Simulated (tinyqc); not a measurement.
Undoped gate-all-around wire MOSFET, analytic charge model: two steps of the calculation.

An undoped round wire of radius R under an insulator shell and a surrounding gate; long channel, electrons only, n = ni exp((psi - V)/Vt) with V the quasi-Fermi potential (0 at the source, Vd at the drain), constant mobility, no quantisation. The radial Poisson equation gives n(r) = n(0)/(1 - (1 - b) r^2/R^2)^2 with b = Q0/(Q + Q0). Q is the electron charge per area of the wire surface.

Inputs (values chosen for the exercise); material values close to those of germanium: temperature T = 300 K; band gap Eg = 0.65 eV; relative permittivity of the semiconductor eps_r = 16; conduction-band density of states at T Nc = 1.04e19 cm^-3; valence-band density of states at T Nv = 5.92e18 cm^-3; relative permittivity of the gate insulator eox = 4; insulator thickness tox = 1.5 nm; wire radius R = 4 nm; gate work function less that of the intrinsic body dphi = -0.03 V; gate voltage Vg = 0.21 V.

Constants: q = 1.602176634e-19 C, kB = 1.380649e-23 J/K, Vt = kB T/q, eps0 = 8.8541878128e-14 F/cm where lengths are in cm. Results are converted to the units shown.

Question 1. Constants of the wire. ni = sqrt(Nc Nv) exp(-Eg/(2 Vt)), Eg in volts; Cox = eps0 eox/(R ln(1 + tox/R)); Q0 = 4 eps0 eps_r Vt/R; V0 = dphi + Vt ln[8 eps0 eps_r Vt/(q ni R^2)].

Find: ni; Cox; Q0; V0.

Answer 1.

ni = 2.722e13 cm^-3
Cox = 2.780 uF/cm^2
Q0 = 366.2 nC/cm^2
V0 = 0.3047 V

Question 2. Charge at the source by substitution. With V = 0: u = Vg - V0 - Q/Cox, then Q(new) = (Q0/2)[sqrt(1 + 4 exp(u/Vt)) - 1], the root of Vt ln[(Q/Q0)(1 + Q/Q0)] = u.

Q after iteration 1 = 9.1570505 nC/cm^2
Cox = 2.7803687 uF/cm^2
Q0 = 366.23754 nC/cm^2
V0 = 0.30472334 V

Find: u; Q after iteration 2.

Answer 2.

u = -0.098017 V
Q after iteration 2 = 8.0848 nC/cm^2

tinyqc, about 0.02 s, one thread, Intel Xeon 2.30GHz (shared host): `OMP_NUM_THREADS=1 python tinyqc.py 2460161 2460162 out.jsonl`
